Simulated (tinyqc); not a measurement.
Inverse iteration on a symmetric matrix, step by step. One step of it, computed by the program tinyqc.

Problem. Step 1. solve (A - shift) w = v; v' = w/|w| with its largest component positive (the first on a tie); lambda = v'^T A v'.

A, lower triangle:
```
           1          2          3         4         5         6
1   0.037000
2  -0.080000   1.256000
3   0.440000  -0.051000   2.497000
4   1.089000  -0.212000  -0.192000  3.316000
5  -0.468000  -0.905000   0.412000  0.059000  3.996000
6   0.045000   0.702000  -0.092000  0.280000  0.012000  5.235000
```

vector v at the start: 0.408248  0.408248  0.408248  0.408248  0.408248  0.408248

shift = 0.740000

Give: vector after step 1; Rayleigh quotient after step 1.

Solution.

vector after step 1: -0.1200  0.9271  0.0747  0.1856  0.2637  -0.1285

Rayleigh quotient after step 1 = 0.8794
